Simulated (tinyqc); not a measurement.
Strained alloy layer of InAs and GaAs on (001) InP, model-solid band line-up: gaps, strain and offsets against composition.

The layer is x parts of the first compound and 1 - x of the second, grown coherently on the third as substrate and barrier. Rows of the table: lattice constant a, average valence level Ea on an absolute scale, spin-orbit splitting so, gaps at Gamma, X and L, hydrostatic deformation potentials av and ac (Gamma), shear potential b, elastic constants, electron and heavy-hole (along z) masses. All are interpolated linearly in x; gaps get -C x (1 - x), taken wholly in the conduction band; real line-ups can differ from this model by 0.1 eV or more.

In-plane strain e = (a_substrate - a)/a, e_z = -2 (c12/c11) e, volume change 2 e + e_z. With v = 2 e + e_z and d = 2 b (e_z - e): Eav = Ea + av v; E_hh = Eav + so/3 - d/2; E_lh = Eav - so/6 + d/4 + sqrt(so^2 + so d + 9 d^2/4)/2; E_c = Ea + so/3 + EG + ac v (Gamma). Substrate: E_v = Ea + so/3, E_c = E_v + EG. Well depths: dEc = E_c(substrate) - E_c, dEhh = E_hh - E_v(substrate), dElh likewise; strained Gamma gap E_c - max(E_hh, E_lh); positive values confine carriers in the layer. Matthews-Blakeslee for 60-degree dislocations in a single layer: hc = k (ln(hc/bv) + 1), k = bv (1 - nu/4)/(4 pi |e| (1 + nu)), nu = c12/(c11 + c12), bv = a/sqrt(2); the larger root. The valence offset is the larger of dEhh and dElh; a dash marks |e| under 0.02 % or no root.

Parameters, values chosen for the exercise:
```
symbol  value  unit                  meaning
CG      0.477    eV  bowing of the Gamma gap
CX        1.4    eV      bowing of the X gap
CL       0.33    eV      bowing of the L gap
```

Binary compounds, values chosen for the exercise:
```
              close to InAs  close to GaAs  close to InP
a (angstrom)          6.058          5.653         5.869
Ea (eV)               -6.67          -6.92         -7.04
so (eV)               0.381          0.336         0.109
EG (eV)               0.351           1.41          1.35
EX (eV)                1.36           1.91           2.2
EL (eV)                1.07            1.7          1.95
av (eV)                   1           1.17          1.27
ac (eV)               -5.11          -7.12         -4.97
b (eV)                 -1.8          -1.71         -1.72
c11 (GPa)              84.5            118           100
c12 (GPa)              44.7           54.1            56
me (m0)              0.0231         0.0679        0.0801
mh (m0)               0.333          0.355         0.527
```

Result of one run:
columns A: x; B: e (%); C: relaxed Gamma gap (eV); D: lower of X and L gaps (eV); E: strained Gamma gap (eV); F: E_hh - E_lh (meV); G: dEc (eV); H: valence offset (eV); I: hc (nm)
```
A           B        C       D        E        F        G        H     I
0.41  0.85839  0.86042  1.3458  0.76072  -63.361  0.24126  0.34802  11.4
```

What becomes of these results when the fraction of the first compound in the layer x is changed from 0.41 to 0.82, all else the same?

Result of the changed run:
columns A: x; B: e (%); C: relaxed Gamma gap (eV); D: lower of X and L gaps (eV); E: strained Gamma gap (eV); F: E_hh - E_lh (meV); G: dEc (eV); H: valence offset (eV); I: hc (nm)
```
A           B        C       D        E       F        G        H     I
0.82  -1.9398  0.47121  1.1347  0.52414  110.59  0.36232  0.46354  3.79
```

The whole series:
columns A: x; B: e (%); C: relaxed Gamma gap (eV); D: lower of X and L gaps (eV); E: strained Gamma gap (eV); F: E_hh - E_lh (meV); G: dEc (eV); H: valence offset (eV); I: hc (nm)
```
A            B        C       D        E        F        G        H     I
0.25    1.9942   1.0558  1.4806  0.80483  -155.07  0.17161  0.37356  3.59
0.33    1.4231  0.95507  1.4190  0.78258  -108.14  0.20796  0.35947  5.81
0.41   0.85839  0.86042  1.3458  0.76072  -63.361  0.24126  0.34802  11.4
0.49   0.29993  0.77189  1.2906  0.73870  -21.360  0.27147  0.33983  42.8
0.57  -0.25239  0.68946  1.2534  0.69867   17.212  0.29853  0.35280  52.9
0.66  -0.86651  0.60402  1.2101  0.63280   55.781  0.32516  0.39204  11.4
0.74   -1.4061  0.53457  1.1703  0.57711   85.387  0.34538  0.42750  5.96
0.82   -1.9398  0.47121  1.1347  0.52414   110.59  0.36232  0.46354  3.79
0.9    -2.4678  0.41397  1.1033  0.47391   131.74  0.37592  0.50017  2.64
```

The relaxed Gamma gap falls from 1.06 to 0.414 eV and the strained one falls from 0.805 to 0.474 eV. The lattice matches the substrate at x = 0.533; the heavy hole is on top where the layer is compressed (e < 0) and the light hole where it is stretched. dEc rises from 0.172 to 0.376 eV and the valence offset goes from 0.374 through a minimum of 0.340 (at x = 0.49 among the rows listed) to 0.500 eV. At the largest strain listed, -2.47 %, strain changes the gap by 59.9 meV.

Numbers from tinyqc (`OMP_NUM_THREADS=1 python tinyqc.py 2690076 2690077 out.jsonl`; about 0.01 s on one thread of a shared Intel Xeon 2.30GHz).
